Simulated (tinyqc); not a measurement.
Valence-band offset from core levels (Kraut method), with the dipole against the affinity rule: two steps of the calculation.

Binding energies are counted downwards from the Fermi level. dEv > 0 means that the valence edge of B lies below that of A, dEc > 0 that the conduction edge of B lies above that of A; dEc + dEv = EgB - EgA. The spectra are made-up values treated as data.

Inputs (values chosen for the exercise); gaps and affinities close to those of gallium nitride (A) and silicon nitride (B): electron affinity of A chiA = 4.02 eV; electron affinity of B chiB = 2.09 eV; relative permittivity inside the dipole layer ei = 4.1; thickness of the dipole layer dd = 0.29 nm; background counts in the gap bg = 43.

Constants: q = 1.602176634e-19 C, eps0 = 8.8541878128e-14 F/cm where lengths are in cm. Results are converted to the units shown.

Task 1. Valence-band maximum of bare A. Fit a straight line to the leading edge by least squares; the maximum vA lies where it meets the background.

```
point  binding energy (eV)  counts on the leading edge
0                     2.66                         172
1                     2.78                         234
2                      2.9                         301
3                     3.02                         357
4                     3.14                         422
5                     3.26                         481
```

Find: slope; intercept; vA.

Result 1.

slope = 515.5 counts/eV
intercept = -1198 counts
vA = 2.407 eV

Task 2. Interface dipole. The affinity rule gives dEc(0) = chiA - chiB; the dipole step is D = dEc - dEc(0), and two sheets of opposite charge dd apart hold N = eps0 ei |D|/(q dd).

dEc = 1.8774365 eV

Wanted: dEc(0); D; N; field in the dipole layer.

Result 2.

dEc(0) = 1.930 eV
D = -0.05256 eV
N = 4.107e12 cm^-2
field in the dipole layer = 1.813 MV/cm

N is 0.0059 elementary charges for each of about 7e14 surface atoms per cm^2.

Numbers from tinyqc (`OMP_NUM_THREADS=1 python tinyqc.py 2410007 2410008 out.jsonl`; about 0.01 s on one thread of a shared Intel Xeon 2.30GHz).
